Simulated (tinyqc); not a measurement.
Plane-wave Kohn-Sham cycle with exchange-only LDA in a layered model solid, step by step. Computed by tinyqc, a small Python program that keeps every step. Settings: points = 16, plane-wave index or count = 2, electrons = 4, k points = 3, area = 27.0, mixing = 0.5, iteration cap = 76, Kerker q0 = 1.26. Command: `OMP_NUM_THREADS=1 python tinyqc.py 25305 25306 out.jsonl` (the two numbers bound the seeds that draw the settings). One thread of a shared host (Intel(R) Xeon(R) Processor @ 2.60GHz), about 0.02 s of CPU time with the checks.

A solid whose potential varies along x alone (atomic units):
```
parameter                      value
period a                   16.400000
cross-section of the cell  27.000000
electrons per cell                 4
grid points                       16
plane waves -n..n, n               2
k points                           3
V1 in V1 cos(2 pi x/a)     -0.780000
V2 in V2 cos(4 pi x/a)     -0.090000
```

Stop when sqrt(dV sum R^2) is below 1e-8, dV = a A/N.

Course of the cycle:
```
iteration  E (hartree)  norm of the residual
1          -2.28979766              1.87e-01
2          -2.18258303              1.77e-01
3          -2.08500292              1.68e-01
4          -1.99625182              1.59e-01
5          -1.91555438              1.52e-01
6          -1.84220323              1.44e-01
7          -1.77556271              1.37e-01
8          -1.71506256              1.31e-01
9          -1.66018973              1.24e-01
10         -1.61048079              1.18e-01
11         -1.56551549              1.13e-01
...                ...                   ...
66         -1.24429844              3.83e-05
67         -1.24429844              3.19e-05
68         -1.24429844              2.66e-05
69         -1.24429843              2.22e-05
70         -1.24429843              1.86e-05
71         -1.24429843              1.55e-05
72         -1.24429843              1.29e-05
73         -1.24429843              1.08e-05
74         -1.24429843              9.01e-06
75         -1.24429843              7.53e-06
76         -1.24429843              6.29e-06
```

Can the last value be used, and what does the course show?

Not by the stop rule, although the second column moves by less than 1e-07 over the last three steps. Not converged within 76 iterations: the residual falls steadily but slowly, by a factor of about 0.83 a step. Reruns (cap 100 unless said): mixing 0.1: not converged; mixing 0.5, Kerker q0 1.0: converged in 75 (E = -1.24430); mixing 0.3, Pulay depth 5: converged in 28 (E = -1.24430); the original settings with a cap of 400: converged in 113 (E = -1.24430).
